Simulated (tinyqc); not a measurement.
Worked calculation: Hueckel theory of the pi electrons, for the molecule BC([CH2+])=CC(=C)O (SMILES; centres numbered as the heavy atoms are written). Computed by tinyqc, a small Python program that keeps every step. Settings: charge = 1. Command: `OMP_NUM_THREADS=1 python tinyqc.py 31018 31019 out.jsonl` (the two numbers bound the seeds that draw the settings). One thread of a shared host (Intel(R) Xeon(R) Processor @ 2.60GHz), about 0.01 s of CPU time with the checks.

## The Hueckel matrix

Centres:
```
centre,"z_r, pi electrons of the neutral centre",h
1B,0,-1.000000
2C,1,0.000000
3C,1,0.000000
4C,1,0.000000
5C,1,0.000000
6C,1,0.000000
7O,2,2.000000
```

Bonds:
```
i,j,k
1,2,0.700000
2,3,1
2,4,1
4,5,1
5,6,1
5,7,0.800000
```

H_rr = alpha + h_r beta, H_rs = k_rs beta for bonded centres.

Hueckel matrix in units of beta (H = alpha + beta A), lower triangle:
```
,1B,2C,3C,4C,5C,6C,7O
1B,-1.000000
2C,0.700000,0.000000
3C,0.000000,1.000000,0.000000
4C,0.000000,1.000000,0.000000,0.000000
5C,0.000000,0.000000,0.000000,1.000000,0.000000
6C,0.000000,0.000000,0.000000,0.000000,1.000000,0.000000
7O,0.000000,0.000000,0.000000,0.000000,0.800000,0.000000,2.000000
```

## Orbitals

pi electrons, sum of z_r less the charge = 6

Diagonalise; E = alpha + x beta with beta < 0, so the largest x are filled first; degenerate levels share their electrons. P = sum n_i c_ri c_si; each orbital has its largest coefficient positive (the first on a tie).

x values: 2.429418  1.614548  0.889902  0.000000  -0.665466  -1.338260  -1.930142

occupations: 2.000000  2.000000  2.000000  0.000000  0.000000  0.000000  0.000000

coefficients:
```
,MO1,MO2,MO3,MO4,MO5,MO6,MO7
1B,0.025642,0.164954,-0.127778,0.000000,0.691140,0.552503,-0.415778
2C,0.125623,0.616115,-0.344983,0.000000,0.330300,-0.266986,0.552475
3C,0.051709,0.381602,-0.387664,0.577350,-0.496344,0.199502,-0.286235
4C,0.235532,0.497677,0.170108,-0.577350,-0.207257,-0.228958,-0.489075
5C,0.446583,0.187409,0.496362,0.000000,-0.192377,0.573391,0.391510
6C,0.183823,0.116075,0.557772,0.577350,0.289087,-0.428460,-0.202840
7O,0.831977,-0.388965,-0.357707,0.000000,0.057739,-0.137411,-0.079694
```

charge and bond-order matrix P, lower triangle:
```
,1B,2C,3C,4C,5C,6C,7O
1B,0.088389
2C,0.297866,1.028785
3C,0.227616,0.750689,0.597155
4C,0.132795,0.555061,0.272299,0.664189
5C,-0.042119,0.000660,-0.195628,0.565777,0.961868
6C,-0.094821,-0.195628,-0.324857,0.391891,0.761405,0.716747
7O,0.005758,-0.023458,0.066522,-0.116941,0.242197,-0.183463,1.942867
```

## Energy, charges, bond orders

E = sum n x; q_r = z_r - P_rr; bond order p = P_rs; free valence = sqrt(3) - sum of p over the bonds of the atom.

pi energy = 6 alpha + this times beta = 9.867737

pi charges: 1B -0.088389, 2C -0.028785, 3C 0.402845, 4C 0.335811, 5C 0.038132, 6C 0.283253, 7O 0.057133

Bond orders and lengths from R = 1.517 - 0.180 p (angstrom, C-C alone):
```
bond,p,R
1-2,0.297866,-
2-3,0.750689,1.381876
2-4,0.555061,1.417089
4-5,0.565777,1.415160
5-6,0.761405,1.379947
5-7,0.242197,-
```

free valence of the carbons: 2C 0.128435, 3C 0.981362, 4C 0.611213, 5C 0.162671, 6C 0.970646

gap between the highest filled and the next level = 0.889902 |beta|
